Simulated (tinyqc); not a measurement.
# Schottky diode by thermionic emission with image-force lowering and series resistance: a Richardson plot

Metal on an n-type semiconductor with one parabolic valley; V > 0 is forward bias (metal positive). I = I0 [exp(Vj/(n Vt)) - 1] with Vj = V - I Rs; I0 = S A* T^2 exp(-(phi - dphi)/Vt), the lowering dphi taken at zero bias.

A* = 4 pi q me m0 kB^2/h^3 (times 1e-4 for A/(cm^2 K^2)); Nc = 2 (2 pi me m0 kB T/h^2)^1.5 (times 1e-6 for cm^-3); xi = Vt ln(Nc/Nd), Vbi = phi - xi; surface field Em = sqrt(2 q Nd (Vbi - V - Vt)/(eps0 eps_r)); dphi = sqrt(q Em/(4 pi eps0 eps_r)). Here V = 0 in Em; phi is held fixed.

Parameters, values chosen for the exercise; band and dielectric values those of a made-up semiconductor:
- me = 0.196 m0 (electron mass)
- eps_r = 11.6 (relative permittivity)
- phi = 0.5 eV (barrier height seen from the metal)
- Nd = 5.3e15 cm^-3 (donor density)
- S = 9.1e-5 cm^2 (area)

Constants: q = 1.602176634e-19 C, kB = 1.380649e-23 J/K, h = 6.62607015e-34 J s, m0 = 9.1093837015e-31 kg, Vt = kB T/q, eps0 = 8.8541878128e-14 F/cm where lengths are in cm. Results are converted to the units shown.

Result of one run:
```
dphi (meV),I0 (A),ln(I0/(S T^2)),1/Vt (1/V)
15.778,2.7183e-4,-10.889,29.011
```

Which temperature T gave this result: 200, 280, 320, 400 or 450 K?

T = 400 K.

The whole series:
```
T (K),dphi (meV),I0 (A),ln(I0/(S T^2)),1/Vt (1/V)
200,17.749,6.0393e-11,-24.822,58.023
240,17.424,9.0758e-9,-20.174,48.352
280,17.069,3.4123e-7,-16.856,41.445
320,16.680,5.3635e-6,-14.368,36.264
360,16.252,4.6939e-5,-12.434,32.235
400,15.778,2.7183e-4,-10.889,29.011
450,15.104,0.0016104,-9.3451,25.788
```

I0 grows by 7.43 decades. The line through the end rows has the slope -0.4801 eV and the intercept ln(20.8 A/(cm^2 K^2)), against phi = 0.5 eV and A* = 23.6. The difference comes from the lowering: dphi falls from 17.7 to 15.1 meV.

Numbers from tinyqc (`OMP_NUM_THREADS=1 python tinyqc.py 2640069 2640070 out.jsonl`; about 0.01 s on one thread of a shared Intel Xeon 2.30GHz).
